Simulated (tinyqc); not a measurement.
From C11 back to radial spring k2L: Born-von Karman spring model of a cubic crystal with one atom per cell. Computed by tinyqc, a small Python program. Command: `OMP_NUM_THREADS=1 python tinyqc.py 3016572 3016573 out.jsonl springs inv`. One thread of a shared host (Intel(R) Xeon(R) Processor @ 2.30GHz), about 0.2 s of CPU time with the checks.

First neighbours lie at a/2 (1,1,1) (8 of them), second at a (1,0,0) (6), with all permutations and signs; the volume per atom is Omega = a^3/2.

Inputs (values chosen for the exercise, for a model crystal):
```
quantity,value,unit
lattice constant a,4.91,angstrom
radial spring k1L,0.432,eV/angstrom^2
transverse spring k1T,0,eV/angstrom^2
transverse spring k2T,0,eV/angstrom^2
```

Lattice: bcc.

Constants: 1 eV/angstrom^3 = 160.2176634 GPa.

Method. [ij,kl] = (1/(2 Omega)) sum_R K_ij R_k R_l; C11 = [xx,xx], C44 = [xx,yy], C12 = 2 [xy,xy] - C44; B = (C11 + 2 C12)/3; Zener ratio A = 2 C44/(C11 - C12). K(R) = kL n n^T + kT (1 - n n^T).

Task: A run gave the result below. Find the radial spring k2L, known to lie between 0.26 and 0.66 eV/angstrom^2.

C11 = 37.12743 GPa

Result:

Each step takes the trial c = (a f_b - b f_a)/(f_b - f_a), f being the result less the target and a, b, c the logarithms of the listed values; c replaces end b, the old b replaces a if the sign of f changed, and otherwise f_a is halved.

Scan of the range:
```
radial spring k2L (eV/angstrom^2),C11 (GPa)
0.260,26.3658
0.304,29.2373
0.355,32.5656
0.414,36.4161
0.484,40.9844
0.565,46.2706
0.660,52.4705
```

False position (Illinois rule, in the logarithm of the input) inside the bracket:
```
step,end a,end b,trial,C11 (GPa)
1,0.414000,0.484000,0.424194,37.0814
2,0.484000,0.424194,0.424855,37.1245
3,0.484000,0.424855,0.424939,37.1300
4,0.424855,0.424939,0.424900,37.1274
5,0.424939,0.424900,0.424900,37.1274
```

C11 rises at every point of a 13-point scan of the range (every second point is shown), so one value fits; it is bracketed by 0.414 and 0.484. The scan shows a straight line, so linear interpolation between any two rows gives the answer at once. Answer: radial spring k2L = 0.4249 eV/angstrom^2.
